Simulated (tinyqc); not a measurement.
Thin-body film or fin with hard walls, valleys of the Si type: one step. Filling at a given sheet density.

Constants: hbar^2/2m0 = 3.80998211 eV angstrom^2; kB = 8.617333262e-05 eV/K.

Parameters, chosen for this exercise (out of a larger set: near those of Si; not measured data): Ns = 7.1 x 1e12/cm^2 (sheet density in the on state); T = 300 K (temperature).

Valleys (masses in m0):

| valleys g | cos^2(theta) | m_z | m_1 | m_2 | m_d |
|---|---|---|---|---|---|
| 6 | 0.333333 | 0.263595 | 0.194000 | 0.686667 | 0.364984 |

Subbands:

| label | valleys g | E (eV) |
|---|---|---|
| 1 | 6 | 0.080870 |
| 2 | 6 | 0.323479 |
| 3 | 6 | 0.727829 |
| 4 | 6 | 1.293918 |
| 5 | 6 | 2.021747 |
| 6 | 6 | 2.911315 |
| 7 | 6 | 3.962623 |

Task: n_i = g m_d/(2 pi c) kB T ln(1 + exp((EF - E_i)/kB T)) over the levels listed; solve sum n_i = Ns (1e12/cm^2 = 1e-4/angstrom^2); the band bending of the charge itself is left out. c = hbar^2/2m0.

Give: EF; n_i in the order of the list.

Result:

EF = 0.0537 eV

n_i in the order of the list (1e12/cm^2): 7.099  0.001  0.000  0.000  0.000  0.000  0.000

The fullest subband is 1, with 100 %.

Computed by tinyqc, a small Python program: `OMP_NUM_THREADS=1 python tinyqc.py 1282677 1282678 out.jsonl` (the numbers bound the seed that draws the inputs); one thread of a shared host (Intel(R) Xeon(R) Processor @ 2.30GHz), about 0.01 s for the whole set of steps.
